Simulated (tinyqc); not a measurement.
## Trap density from one capacitance

Inverse problem. Traps spread evenly through the insulator exchange electrons with the semiconductor by tunnelling, with tau(x) = t0 exp(2 ka x) at depth x from the interface. The admittance per area Y seen at depth x obeys dY/dx = -Y^2/(i w eps0 eox) + q Nb ln(1 + i w tau)/tau, with Y(0) = i w Cs and w = 2 pi f; the gate sees Y(tox) = G + i w C. Working variable y = Y/(i w), in uF/cm^2. Cox = eps0 eox/tox. Find Nb and G/w.

Values chosen for this exercise:
- eox = 22.9 (relative permittivity of the insulator)
- tox = 3.8 nm (insulator thickness)
- Cs = 2.1 uF/cm^2 (semiconductor capacitance in accumulation)
- ka = 3.7 1/nm (decay constant of the wave function in the insulator)
- t0 = 8e-11 s (time constant of a trap at the interface)
- f = 1e6 Hz (frequency)

Constants: q = 1.602176634e-19 C, eps0 = 8.8541878128e-14 F/cm where lengths are in cm. Results are converted to the units shown.

C = 1.6542475 uF/cm^2

Answer. C rises steadily with Nb, so one density matches; in practice ka and t0 must come from the frequency dependence.

Nb = 1.400e19 cm^-3 eV^-1
G/w = 0.02935 uF/cm^2

Computed by the program tinyqc: `OMP_NUM_THREADS=1 python tinyqc.py 2202079 2202080 out.jsonl`, one thread of a shared Intel Xeon 2.30GHz, about 0.3 s for the whole run.
